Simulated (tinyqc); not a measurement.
Thermal displacements in the Debye model: Debye-Waller factors, bond-length spread and the Lindemann rule: one step, computed by the program tinyqc.

A Debye spectrum with three branches of one velocity, cut at k_B Theta; 2 atoms per cube, nearest neighbours at d = 0.866025 a.

Question. Lindemann melting temperature. <u_x^2> = (3 hbar^2/(2 M k_B Theta)) int_0^1 s coth(s Theta/(2T)) ds (64 Gauss-Legendre points); it tends to 3 hbar^2/(4 M k_B Theta) at T = 0 and to 3 hbar^2 T/(M k_B Theta^2) at high T. Melting is placed where sqrt(3 <u_x^2>) = x_L d; the classical form gives T_m = M k_B Theta^2 (x_L d)^2/(9 hbar^2).

Inputs (values chosen for the exercise, modelled on molybdenum):
```
quantity                 value      unit
atomic mass M            95.95         u
Debye temperature Theta    377         K
lattice constant a       3.147  angstrom
temperature T             1600         K
Lindemann ratio x_L        0.1         -
```

Structure: bcc.

<u_x^2> = 0.01710025 angstrom^2

Constants: hbar^2/u = 4.18015928e-03 eV angstrom^2; k_B = 8.617333262e-05 eV/K.

Give: Lindemann T_m; classical T_m; ratio sqrt(3 <u_x^2>)/d at T.

Answer.

Lindemann T_m = 2318.5 K

classical T_m = 2320.2 K

ratio sqrt(3 <u_x^2>)/d at T = 0.083106

The rule is empirical: x_L is fitted within a family of like crystals, and T_m goes as its square. Caution: the displacement is near or above the Lindemann value, where anharmonic terms matter.
